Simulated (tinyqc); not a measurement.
Shallow donor in an anisotropic valley (effective-mass theory): one step. Scan over the shape. Five cases, with inputs chosen for the exercise.

Task: For each ratio b/a = 0.2, 0.3, ..., 0.9 the best scale follows from a = -2 T1/V1, with T1 and V1 taken at a = 1 angstrom.

One valley: H = -c [(d2/dx2 + d2/dy2)/mt + (d2/dz2)/ml] - q/(eps r), c = hbar^2/2m0, q = e^2/(4 pi eps0). Trial function exp(-sqrt((x^2 + y^2)/a^2 + z^2/b^2)) with a > b: T = (c/3)(2/(mt a^2) + 1/(ml b^2)), V = -(q/eps) atan(u/b)/u, u = sqrt(a^2 - b^2). The central cell of the impurity is left out.

Constants: hbar^2/2m0 = 3.80998211 eV angstrom^2; e^2/(4 pi eps0) = 14.39964547 eV angstrom.

Give: Scan.

Case 1.

Values chosen (out of a larger set: near those of a group-V donor in Si; not measured data): ml = 0.949 m0 (longitudinal mass); mt = 0.19 m0 (transverse mass); eps = 11.8 (dielectric constant).

Result:

Scan:

| b/a | a (angstrom) | b (angstrom) | E (meV) |
|---|---|---|---|
| 0.2 | 54.91 | 10.98 | -15.532 |
| 0.3 | 34.87 | 10.46 | -23.225 |
| 0.4 | 28.16 | 11.26 | -27.407 |
| 0.5 | 25.37 | 12.69 | -29.076 |
| 0.6 | 24.16 | 14.49 | -29.275 |
| 0.7 | 23.69 | 16.58 | -28.686 |
| 0.8 | 23.62 | 18.90 | -27.700 |
| 0.9 | 23.79 | 21.41 | -26.537 |

The best listed ratio is 0.6; (mt/ml)^(1/2) = 0.45 and (mt/ml)^(1/3) = 0.59 are common guesses.

Case 2.

Values chosen (out of a larger set: near those of AlAs; not measured data): ml = 1.14 m0 (longitudinal mass); mt = 0.186 m0 (transverse mass); eps = 10 (dielectric constant).

Result:

Scan:

| b/a | a (angstrom) | b (angstrom) | E (meV) |
|---|---|---|---|
| 0.2 | 41.25 | 8.25 | -24.397 |
| 0.3 | 27.24 | 8.17 | -35.075 |
| 0.4 | 22.64 | 9.06 | -40.224 |
| 0.5 | 20.80 | 10.40 | -41.848 |
| 0.6 | 20.07 | 12.04 | -41.579 |
| 0.7 | 19.86 | 13.91 | -40.369 |
| 0.8 | 19.94 | 15.95 | -38.727 |
| 0.9 | 20.18 | 18.16 | -36.923 |

The best listed ratio is 0.5; (mt/ml)^(1/2) = 0.40 and (mt/ml)^(1/3) = 0.55 are common guesses.

Case 3.

Values chosen (out of a larger set: near those of AlAs; not measured data): ml = 1.113 m0 (longitudinal mass); mt = 0.195 m0 (transverse mass); eps = 10 (dielectric constant).

Result:

Scan:

| b/a | a (angstrom) | b (angstrom) | E (meV) |
|---|---|---|---|
| 0.2 | 41.29 | 8.26 | -24.371 |
| 0.3 | 26.90 | 8.07 | -35.526 |
| 0.4 | 22.13 | 8.85 | -41.144 |
| 0.5 | 20.20 | 10.10 | -43.090 |
| 0.6 | 19.41 | 11.64 | -43.005 |
| 0.7 | 19.15 | 13.40 | -41.881 |
| 0.8 | 19.18 | 15.34 | -40.265 |
| 0.9 | 19.38 | 17.44 | -38.450 |

The best listed ratio is 0.5; (mt/ml)^(1/2) = 0.42 and (mt/ml)^(1/3) = 0.56 are common guesses.

Case 4.

Values chosen (out of a larger set: near those of a group-V donor in Si; not measured data): ml = 0.926 m0 (longitudinal mass); mt = 0.187 m0 (transverse mass); eps = 11.2 (dielectric constant).

Result:

Scan:

| b/a | a (angstrom) | b (angstrom) | E (meV) |
|---|---|---|---|
| 0.2 | 53.28 | 10.66 | -16.864 |
| 0.3 | 33.78 | 10.13 | -25.257 |
| 0.4 | 27.25 | 10.90 | -29.843 |
| 0.5 | 24.53 | 12.27 | -31.687 |
| 0.6 | 23.34 | 14.00 | -31.923 |
| 0.7 | 22.88 | 16.02 | -31.293 |
| 0.8 | 22.81 | 18.25 | -30.227 |
| 0.9 | 22.97 | 20.67 | -28.963 |

The best listed ratio is 0.6; (mt/ml)^(1/2) = 0.45 and (mt/ml)^(1/3) = 0.59 are common guesses.

Case 5.

Values chosen (out of a larger set: near those of Ge; not measured data): ml = 1.566 m0 (longitudinal mass); mt = 0.085 m0 (transverse mass); eps = 15.5 (dielectric constant).

Result:

Scan:

| b/a | a (angstrom) | b (angstrom) | E (meV) |
|---|---|---|---|
| 0.2 | 77.26 | 15.45 | -8.404 |
| 0.3 | 63.09 | 18.93 | -9.772 |
| 0.4 | 59.49 | 23.79 | -9.877 |
| 0.5 | 58.98 | 29.49 | -9.524 |
| 0.6 | 59.68 | 35.81 | -9.021 |
| 0.7 | 60.96 | 42.67 | -8.487 |
| 0.8 | 62.53 | 50.02 | -7.968 |
| 0.9 | 64.26 | 57.83 | -7.480 |

The best listed ratio is 0.4; (mt/ml)^(1/2) = 0.23 and (mt/ml)^(1/3) = 0.38 are common guesses.

Computed by tinyqc, one run a case: `OMP_NUM_THREADS=1 python tinyqc.py N N+1 out.jsonl` with N = 1250360, 1250415, 1250704, 1250765, 1250916; one thread of a shared Intel(R) Xeon(R) Processor @ 2.30GHz, about 0.01 s a run at most.
